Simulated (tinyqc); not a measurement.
Gas flow in a process chamber: flow regimes, conductance, effective pumping speed, pump-down, outgassing and purge: one step, computed by the program tinyqc.

Ideal gas, isothermal flow, a pump of constant speed at the end of a round pipe; process gas, volume gas and outgassing are given the same properties. 1 sccm = 101325 Pa x 1e-6 m^3/60 s x T/273.15 K.

Question. Molecular flow. Mean speed c = sqrt(8 k_B T/(pi m)); aperture conductance C_a = c pi d^2/16; molecular pipe C_m = C_a/(1 + 3 l/(4 d)) (Dushman form); viscous pipe C_v = pi d^4 p_mean/(128 eta l); Knudsen interpolation C = C_v + C_m (1 + x)/(1 + 1.24 x), x = d p_mean sqrt(m/(k_B T))/eta. Effective speed 1/S_eff = 1/S + 1/C_m; time constant V/S_eff; pressure at which the free path k_B T/(sqrt2 pi d_m^2 p) equals d.

Inputs (values chosen for the exercise, modelled on nitrogen near room temperature):

| quantity | value | unit |
|---|---|---|
| molar mass M | 28.01 | g/mol |
| molecular diameter | 0.37 | nm |
| temperature T | 350 | K |
| chamber volume V | 13 | L |
| pipe diameter d | 6.3 | cm |
| pipe length l | 210 | cm |
| pump speed S | 18 | L/s |

Constants: k_B = 1.380649e-23 J/K; u = 1.6605390666e-27 kg.

Give: mean speed c; C_a; C_m; S_eff in molecular flow; time constant; pressure where the free path equals d.

Answer.

mean speed c = 514.4 m/s

C_a = 400.8 L/s

C_m = 15.42 L/s

S_eff in molecular flow = 8.304 L/s

time constant = 1.565 s

pressure where the free path equals d = 0.1261 Pa

The pipe passes on 46 % of the pump speed.
